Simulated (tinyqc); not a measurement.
# p-type polysilicon, carrier trapping at grain boundaries: two studies

One-dimensional grains of size Lg, uniform ionised doping N, monovalent traps Qt at each boundary at a depth Et below (for electrons) or above (for holes) the band edge there, abrupt depletion of width W on each side of a boundary, Boltzmann statistics. xi is the distance from the band edge at the grain centre to the Fermi level. Trapped charge Qt/(1 + exp((xi + VB - Et)/Vt)) = 2 N W, barrier VB = q N W^2/(2 eps0 eps_r).

Values chosen for this exercise; values of the order met in polycrystalline silicon:
- T = 300 K (temperature)
- eps_r = 11.7 (relative permittivity)
- NB = 2.65e19 cm^-3 (valence-band density of states at T)
- Lg = 66 nm (grain size)
- Qt = 4e12 cm^-2 (trap density of a grain boundary)
- Et = 0.31 eV (depth of the trap level from the majority band edge at the boundary)
- ms = 0.36 m0 (mass for thermionic emission)
- fe = 0.25 (correction factor of the emission rate)
- mug = 53 cm^2/(V s) (mobility inside the grains)
- N = 3.3e18 cm^-3 (doping)

Constants: q = 1.602176634e-19 C, kB = 1.380649e-23 J/K, m0 = 9.1093837015e-31 kg, Vt = kB T/q, eps0 = 8.8541878128e-14 F/cm where lengths are in cm. Results are converted to the units shown.

Each table varies one quantity; the others keep the values above.

## Effect of the doping

If the trap equation with xi = Vt ln(NB/N) has a root W < Lg/2, the grain is partly depleted; otherwise W = Lg/2 and the trap equation gives xi = Et - VB + Vt ln(Qt/(N Lg) - 1). N* = Qt/Lg. n0 = NB exp(-xi/Vt); mean density n0 (1 - 2 W/Lg) by charge balance in a partly depleted grain, and n0 (sqrt(pi)/2) erf(u)/u with u = sqrt(VB/Vt) in a fully depleted one; v = sqrt(kB T/(2 pi ms m0)); barrier resistivity Vt exp(VB/Vt)/(q fe n0 v Lg); grain resistivity (1 - 2 W/Lg)/(q n0 mug); effective mobility 1/(q mean density total resistivity). Rows with xi above 0.45 V, towards mid-gap, are left out, since the other carrier type is ignored.

Effect of the doping:
```
N (cm^-3)	N/N*	depleted share 2 W/Lg	VB (V)	xi (V)	mean density (cm^-3)	resistivity (ohm cm)	effective mobility (cm^2/(V s))
3e16	0.04950	1.000	0.02526	0.3611	1.707e13	2550	143.4
5.6e16	0.09240	1.000	0.04716	0.3219	6.418e13	1304	74.55
1e17	0.1650	1.000	0.08421	0.2677	4.096e14	672.1	22.67
1.9e17	0.3135	1.000	0.1600	0.1703	1.302e16	290.8	1.649
3.6e17	0.5940	0.8135	0.2006	0.1111	6.716e16	142.1	0.6540
6.7e17	1.105	0.5929	0.1983	0.09507	2.728e17	69.90	0.3273
1.2e18	1.980	0.4284	0.1855	0.08001	6.859e17	23.80	0.3823
2.3e18	3.795	0.2605	0.1314	0.06319	1.701e18	1.569	2.339
4.3e18	7.095	0.1409	0.07185	0.04701	3.694e18	0.1052	16.06
8e18	13.20	0.07575	0.03866	0.03096	7.394e18	0.02577	32.76
```

As N goes from 3e16 to 8e18, VB goes from 0.0253 through a maximum of 0.201 (at N = 3.6e17 among the rows listed) to 0.0387 V, the resistivity falls from 2550 to 0.0258 ohm cm and the effective mobility goes from 143 through a minimum of 0.327 (at N = 6.7e17 among the rows listed) to 32.8 cm^2/(V s). The steepest fall of the resistivity among the rows, as N^(-4.3), lies between N = 2.3e18 and 4.3e18 cm^-3; N* = 6.06e17 cm^-3. While the grain is fully depleted VB grows as N; once the traps are full it falls as 1/N. For N = 2.3e18, 4.3e18, 8e18 xi is under 2.5 Vt, where Boltzmann statistics begin to fail. For N = 3e16 VB is below Vt, where abrupt depletion and thermionic emission are rough. For N = 1.9e17, 3.6e17 the grain is near the changeover between partial and full depletion, within a few Debye lengths, where both limits are rough. For N = 3e16, 5.6e16 the effective mobility exceeds mug, since drift through the depleted part of the grain is left out.

## Effect of the trap density of a grain boundary

Same model as above.

N* = Qt/Lg.

The same in every row: xi (V) = 0.053855.

Effect of the trap density of a grain boundary:
```
Qt (cm^-2)	N/N*	depleted share 2 W/Lg	VB (V)	mean density (cm^-3)	resistivity (ohm cm)	effective mobility (cm^2/(V s))
2e11	108.90	0.0091823	2.3431e-4	3.2697e18	0.042028	45.419
3.4e11	64.059	0.015610	6.7715e-4	3.2485e18	0.041914	45.840
5.7e11	38.211	0.026169	0.0019032	3.2136e18	0.041867	46.390
9.7e11	22.454	0.044534	0.0055114	3.1530e18	0.042277	46.823
1.6e12	13.613	0.073455	0.014995	3.0576e18	0.044870	45.494
2.8e12	7.7786	0.12852	0.045902	2.8759e18	0.070120	30.951
4.7e12	4.6340	0.21431	0.12763	2.5928e18	0.94915	2.5362
8e12	2.7225	0.28415	0.22438	2.3623e18	38.892	0.067935
```

As Qt goes from 2e11 to 8e12, VB rises from 2.34e-4 to 0.224 V, the resistivity goes from 0.0420 through a minimum of 0.0419 (at Qt = 5.7e11 among the rows listed) to 38.9 ohm cm and the effective mobility goes from 45.4 through a maximum of 46.8 (at Qt = 9.7e11 among the rows listed) to 0.0679 cm^2/(V s). In every row xi is under 2.5 Vt, where Boltzmann statistics begin to fail. For Qt = 2e11, 3.4e11, 5.7e11, 9.7e11, 1.6e12 VB is below Vt, where abrupt depletion and thermionic emission are rough.

tinyqc, about 0.01 s, one thread, Intel Xeon 2.30GHz (shared host): `OMP_NUM_THREADS=1 python tinyqc.py 2830157 2830158 out.jsonl`
